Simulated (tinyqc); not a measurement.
Core-shell quantum dot (spherical envelope functions): one step. Shooting at a trial energy. Two cases, with inputs chosen for the exercise.

Question. Carry the electron solution outwards.

Parabolic bands; strain and other valleys are left out. s states, u = r psi, hard wall at R + H, c = hbar^2/2m0, energies from the band edges of the core. Core: u = sin(k1 r)/k1, k1 = sqrt(m1 E/c). At R, psi and psi'/m are continuous, so u is continuous and its slope in the shell is s = u/R + (m2/m1)(u' - u/R). Shell: u(R + x) = u(R) cos(k2 x) + s sin(k2 x)/k2, k2 = sqrt(m2 (E - V)/c); for negative arguments the functions turn into sinh and cosh. A level has u(R + H) = 0.

Constants: hbar^2/2m0 = 3.80998211 eV angstrom^2.

Case 1.

Values chosen (near those of a CdSe/CdS core-shell dot; not measured data): R = 21 angstrom (core radius); H = 29 angstrom (shell thickness); Vc = 0.292 eV (conduction edge of the shell above that of the core); me1 = 0.133 m0 (electron, core); me2 = 0.209 m0 (electron, shell); E = 0.265 eV (trial energy of the electron).

Case 2.

Values chosen (near those of a ZnSe/CdS core-shell dot; not measured data): R = 23 angstrom (core radius); H = 13 angstrom (shell thickness); Vc = -0.733 eV (conduction edge of the shell above that of the core); me1 = 0.157 m0 (electron, core); me2 = 0.207 m0 (electron, shell); E = -0.239 eV (trial energy of the electron).

Give: k1^2; k2^2; u(R); s; u(R + H).

Answer.

Case 1.

k1^2 = 0.0092507 1/angstrom^2
k2^2 = -0.0014811 1/angstrom^2
u(R) = 9.367 angstrom
s = -0.9370
u(R + H) = -17.344 angstrom

u(R + H) is negative: one node has entered, so the lowest level lies below the trial energy.

Case 2.

k1^2 = -0.0098486 1/angstrom^2
k2^2 = 0.026839 1/angstrom^2
u(R) = 48.868 angstrom
s = 5.8520
u(R + H) = 4.369 angstrom

u(R + H) is positive: no node yet, so the lowest level lies above the trial energy.

Computed by tinyqc, one run a case: `OMP_NUM_THREADS=1 python tinyqc.py N N+1 out.jsonl` with N = 1252397, 1252423; one thread of a shared Intel(R) Xeon(R) Processor @ 2.30GHz, about 0.08 s a run at most.
